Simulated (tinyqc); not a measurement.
Inside a calculation: hydrogenic donor in a hard-walled well (variational). Values are carried at full precision from step to step, so a last printed digit may differ when a step is redone from the rounded ones.

Constants: Ry = 13.60569312 eV; a0 (Bohr radius) = 0.5291772105 angstrom; hbar^2/2m0 = 3.80998211 eV angstrom^2; e^2/(4 pi eps0) = 14.39964547 eV angstrom.

Inputs chosen for the exercise (near those of GaN; not measured data):
- m = 0.196 m0 (mass)
- eps = 9.8 (dielectric constant)
- L = 88 angstrom (well width)
- zi = 7 angstrom (position of the donor from the centre)
- lam = 34 angstrom (trial length)
- lams = (15, 19, 23, 27, 33, 40, 49) angstrom (trial lengths)

## Bulk donor

Ry* = Ry m/eps^2, a* = a0 eps/m, and the subband energy c (pi/L)^2/m with c = hbar^2/2m0.

Ry* = 27.767 meV
a* = 26.46 angstrom
subband energy = 24.77 meV

## One trial length

Trial function cos(pi z/L) exp(-r/lam), r measured from the donor at zi, walls at +/- L/2, one eps everywhere. Counted from the lowest subband, E(lam) = c/(m lam^2) - (q/eps) I0/I1, with I0 the integral of cos^2(pi z/L) exp(-2|z - zi|/lam) over the well and I1 the same with the factor (|z - zi| + lam/2); c = hbar^2/2m0, q = e^2/(4 pi eps0). The binding energy is -E at the minimum.

Evaluate I0, I1 and both terms.

I0 = 22.206 angstrom
I1 = 587.4 angstrom^2
kinetic term = 16.815 meV
Coulomb term = -55.551 meV
E = -38.736 meV

## Scan and minimum

E for each trial length, then the minimum.

Scan:
```
lam (angstrom)  kinetic (meV)  Coulomb (meV)  E (meV)
15                     86.394       -107.914  -21.520
19                     53.847        -88.425  -34.579
23                     36.746        -75.662  -38.916
27                     26.665        -66.572  -39.907
33                     17.850        -56.861  -39.011
40                     12.149        -48.950  -36.801
49                      8.096        -41.793  -33.697
```

best lam = 27.3 angstrom
binding energy = 39.91 meV
in Ry* = 1.437

At L = 3.33 a* this donor is bound more strongly than in the bulk.

## Checks

- Binding at the centre of a very wide well (200 a*) against Ry*, meV: both 27.77.
- Binding in a very thin well (a*/2000) against 4 Ry*, meV: 111.0 against 111.1.

Run: tinyqc, `OMP_NUM_THREADS=1 python tinyqc.py 1251426 1251427 out.jsonl`; Intel(R) Xeon(R) Processor @ 2.30GHz, one thread, shared host; about 0.01 s of CPU time with all checks.
